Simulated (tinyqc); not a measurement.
## Doping and flat-band voltage from the body effect

Inverse problem. VT = Vfb + 2 phiF + gamma sqrt(2 phiF + Vsb), phiF = Vt ln(Na/ni), gamma = sqrt(2 q eps0 eps_r Na)/Cox, Cox = eps0 eox/tox. Find Na, gamma and Vfb from two thresholds.

Values chosen for this exercise; material values close to those of silicon: temperature T = 293 K; relative permittivity of the semiconductor eps_r = 11.8; relative permittivity of the gate insulator eox = 7.59; insulator thickness tox = 7 nm.

Constants: q = 1.602176634e-19 C, kB = 1.380649e-23 J/K, Vt = kB T/q, eps0 = 8.8541878128e-14 F/cm where lengths are in cm. Results are converted to the units shown.

VT at Vsb = 0 and 1.7 V (V): -0.043478791  0.040893697
ni = 4.1103192e9 cm^-3

Solution. The difference of the thresholds, gamma [sqrt(2 phiF + Vsb) - sqrt(2 phiF)], holds no Vfb and rises with Na, so it has one root; Vfb then follows from the first threshold.

Na = 4.20e16 cm^-3
gamma = 0.124 V^0.5
Vfb = -0.970 V

Program tinyqc, `OMP_NUM_THREADS=1 python tinyqc.py 2360068 2360069 out.jsonl`; Intel Xeon 2.30GHz, shared host, one thread, about 0.03 s.
